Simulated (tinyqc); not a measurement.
# Via and link resistance from two via chains

Inverse problem. A chain of 5000 vias joined by 5000 metal links has R = 5000 (Rv + Rlink), with Rlink proportional to the link length. Find Rv, Rlink for length L, and the value of Rv that the short chain would give if the links were ignored.

resistance of chains of 5000 links with link lengths L and 3 L (ohm): [1.485e5, 2.355e5]

Solution. R per link is a straight line in the link length; its intercept at zero length is Rv.

Rv = 21.0 ohm
Rlink = 8.70 ohm
Rv without correction = 29.7 ohm

Program tinyqc, `OMP_NUM_THREADS=1 python tinyqc.py 2750103 2750104 out.jsonl`; Intel Xeon 2.30GHz, shared host, one thread, about 0.01 s.
